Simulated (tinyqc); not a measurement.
Kinetics of strain relaxation and threading dislocations in mismatched semiconductor layers. Changing the anneal time t. Computed by tinyqc, a small Python program. Command: `OMP_NUM_THREADS=1 python tinyqc.py 3028906 3028907 out.jsonl threading sweep`. One thread of a shared host (Intel(R) Xeon(R) Processor @ 2.30GHz), about 0.01 s of CPU time with the checks.

60-degree dislocations on {111} planes of a (001) layer, isotropic elasticity. The Schmid factor is 1/sqrt(6), and a misfit segment relieves strain with b/2.

Inputs (values chosen for the exercise, modelled on Si(0.7)Ge(0.3) on Si):

| quantity | value | unit |
|---|---|---|
| misfit f | 0.0127 | - |
| shear modulus G | 62.4 | GPa |
| Poisson ratio nu | 0.27 | - |
| Burgers vector b | 3.89 | angstrom |
| glide activation energy Q | 2.07 | eV |
| velocity prefactor v0 | 37000 | m/s per MPa |
| layer thickness h | 65 | nm |
| anneal temperature T | 699 | K |
| initial thread density rho_0 | 9.1e+07 | 1/cm^2 |
| multiplication constant delta | 65000 | 1/m |

Sources: multiplication.

Constants: k_B = 8.617333262e-05 eV/K.

Method:
- Excess resolved stress tau = (1/sqrt 6) [2 G (1 + nu)/(1 - nu)] (e - e_eq), e_eq = b (1 - nu/4) [ln(h/b) + 1]/(4 pi (1 + nu) h), the Matthews-Blakeslee strain of an uncapped layer; glide velocity v = v0 tau exp(-Q/(k_B T)), tau in MPa.
- Threads run in two directions, so de/dt = -(b/4) rho v, and they multiply as d rho/dt = delta rho v. With x = e - e_eq, x0 = f - e_eq (fully strained at t = 0) and v = m S x (m the mobility, S x = tau): rho = rho_0 + (4 delta/b)(x0 - x), so dx/dt = -k x (a - x), k = delta m S, a = x0 + b rho_0/(4 delta): a logistic law, x = a/[1 + (a/x0 - 1) exp(k a t)].
- The half time is that at which x = x0/2.

One run for each value:

| anneal time t (s) | share of the excess strain relieved (%) | strain left e | thread density (1/cm^2) |
|---|---|---|---|
| 38 | 1.371 | 0.012555 | 1.0068e+08 |
| 66 | 2.460 | 0.012440 | 1.0836e+08 |
| 120 | 4.756 | 0.012198 | 1.2457e+08 |
| 200 | 8.662 | 0.011785 | 1.5214e+08 |
| 360 | 18.358 | 0.010761 | 2.2058e+08 |
| 630 | 39.493 | 0.008529 | 3.6976e+08 |
| 1100 | 75.375 | 0.004740 | 6.2303e+08 |
| 2000 | 97.964 | 0.002355 | 7.8247e+08 |
| 3400 | 99.970 | 0.002143 | 7.9663e+08 |
| 6000 | 100.000 | 0.002140 | 7.9684e+08 |

Over the rows, share of the excess strain relieved (%) rises from 1.37 to 100.0 (exponent d ln y / d ln x 1.1 between the first rows and 5.3e-4 between the last); strain left e falls from 0.0126 to 0.00214 (exponent d ln y / d ln x -0.017 between the first rows and -0.0026 between the last); thread density (1/cm^2) rises from 1.01e8 to 7.97e8 (exponent d ln y / d ln x 0.13 between the first rows and 4.7e-4 between the last). The curve is S-shaped: slow while threads breed, fast when both stress and density are high, slow again as the stress runs out.

Caution (rows 200, 360, 630, 1100, 2000, 3400, 6000): blocking of threads by crossing misfit lines, left out here, leaves real layers with more strain.

Extremes, crossings and ranges named in words are read from the listed rows.
